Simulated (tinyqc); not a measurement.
Sp3 tight binding, zinc-blende lattice, step by step. One step of it, computed by the program tinyqc.

Task: Levels at G. Diagonalise the Hermitian matrix.

H(k) at G (eV), lower triangle:
```
             a s       a px       a py       a pz         c s       c px       c py       c pz
a s   -14.740000
a px    0.000000  -6.380000
a py    0.000000   0.000000  -6.380000
a pz    0.000000   0.000000   0.000000  -6.380000
c s    -6.793803   0.000000   0.000000   0.000000  -12.300000
c px    0.000000   1.646983   0.000000   0.000000    0.000000  -5.100000
c py    0.000000   0.000000   1.646983   0.000000    0.000000   0.000000  -5.100000
c pz    0.000000   0.000000   0.000000   1.646983    0.000000   0.000000   0.000000  -5.100000
```

Give: eigenvalues.

Result:

eigenvalues (eV): -20.4225  -7.5070  -7.5070  -7.5070  -6.6175  -3.9730  -3.9730  -3.9730
